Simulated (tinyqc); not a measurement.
Comparisons within one model: finite square well with mass mismatch (envelope functions). A value that a table varies takes the place of the one given here.

A square well of width L and depth V0, mass mw inside and mb outside, energies from the bottom of the well, c = hbar^2/2m0. k = sqrt(mw E/c), kappa = sqrt(mb (V0 - E)/c). psi and psi'/m are continuous at the walls (BenDaniel-Duke), so level n solves k L + 2 atan[(k/mw)/(kappa/mb)] = n pi.

Non-parabolic bands: mw is replaced by mw (1 + alpha_w E) and mb by mb (1 - alpha_b (V0 - E)), in k, kappa and the matching condition alike.

Constants: hbar^2/2m0 = 3.80998211 eV angstrom^2.

Inputs chosen for the exercise (near those of a non-polar GaN well in AlGaN; not measured data):
- V0 = 0.345 eV (barrier height)
- mw = 0.193 m0 (mass in the well)
- mb = 0.228 m0 (mass in the barrier)
- Ls = (12, 17, 23, 33, 46, 64, 89) angstrom (widths)
- L = 88 angstrom (well width)
- alpha_w = 0.17 1/eV (non-parabolicity in the well)
- alpha_b = 0.41 1/eV (non-parabolicity in the barrier)

## Width of the well

Levels against L, beside the infinite well E1(hard) = c (pi/L)^2/mw; Pb is the probability of level 1 in the barriers; a dash marks an unbound level.

Levels:

| L (angstrom) | bound levels | E1 (eV) | E2 (eV) | E1(hard) (eV) | Pb |
|---|---|---|---|---|---|
| 12 | 1 | 0.2138 | - | 1.3530 | 0.413 |
| 17 | 1 | 0.1628 | - | 0.6742 | 0.260 |
| 23 | 1 | 0.1205 | - | 0.3683 | 0.159 |
| 33 | 2 | 0.0782 | 0.2833 | 0.1789 | 0.080 |
| 46 | 2 | 0.0495 | 0.1909 | 0.0921 | 0.039 |
| 64 | 3 | 0.0300 | 0.1182 | 0.0476 | 0.018 |
| 89 | 4 | 0.0175 | 0.0696 | 0.0246 | 0.008 |

The infinite well overestimates E1 by a factor 6.33 at 12 angstrom and 1.41 at 89 angstrom. The local exponent d ln E1/d ln L goes from -0.78 (first two rows) to -1.63 (last two), towards the -2 of hard walls, as Pb falls from 0.413 to 0.008. E2 - E1 is largest at 33 angstrom of the widths listed.

## Levels of description

The same well five ways. mb = mw: the barrier takes the mass of the well. psi' continuous: kappa holds mb but the condition drops the masses, k L + 2 atan(k/kappa) = n pi. The last column is measured against BenDaniel-Duke.

Levels (eV):

| model | E1 | E2 | E3 | E1 - E1(BDD) (meV) |
|---|---|---|---|---|
| infinite walls | 0.0252 | 0.1006 | 0.2264 | 7.3 |
| mb = mw | 0.0183 | 0.0724 | 0.1601 | 0.4 |
| BenDaniel-Duke | 0.0178 | 0.0709 | 0.1574 | 0.0 |
| psi' continuous | 0.0187 | 0.0740 | 0.1629 | 0.9 |
| non-parabolic | 0.0182 | 0.0714 | 0.1558 | 0.3 |

Hard walls put E1 7.3 meV too high. Ignoring the mass step moves it by +0.4 meV and the wrong matching by +0.9 meV: with mb/mw = 1.18, continuity of psi'/m lets the slope outside be 1.18 times the slope inside, which acts like a softer wall. Non-parabolicity shifts E1 by +0.3 meV, the balance of a heavier mass in the well, which lowers it, and a lighter mass deep in the barrier, which hardens the wall. Among the finite wells the largest departure in E1 is that of the model 'psi' continuous'.

## What each parameter does

Parabolic bands. Pb is the probability of level 1 in the barriers, (A^2/kappa)/(A^2/kappa + L/2 + sin(kL)/(2k)) with A = cos(kL/2). Each row changes one parameter from the base and keeps the others.

Results:

| case | E1 (eV) | bound levels | Pb | V0 - E1 (eV) |
|---|---|---|---|---|
| base | 0.0178 | 4 | 0.0083 | 0.3272 |
| L = 97 angstrom | 0.0151 | 5 | 0.0064 | 0.3299 |
| V0 = 0.293 eV | 0.0174 | 4 | 0.0102 | 0.2756 |
| mw = 0.2123 m0 | 0.0167 | 4 | 0.0071 | 0.3283 |
| mb = 0.1824 m0 | 0.0184 | 4 | 0.0078 | 0.3266 |

The largest shifts from the base row, up to three for each result and ties (the steps differ in size, so this ranks the rows, not the parameters). E1 (eV): L -0.0027, mw -0.0012, mb +0.0006. bound levels: L +1; unchanged at the printed digits by V0, mw and mb. Pb: V0 +0.0019, L -0.0018, mw -0.0011. V0 - E1 (eV): V0 -0.0515, L +0.0027, mw +0.0012.

tinyqc: `OMP_NUM_THREADS=1 python tinyqc.py 1280709 1280710 out.jsonl`; about 0.01 s, one thread, shared Intel(R) Xeon(R) Processor @ 2.30GHz.
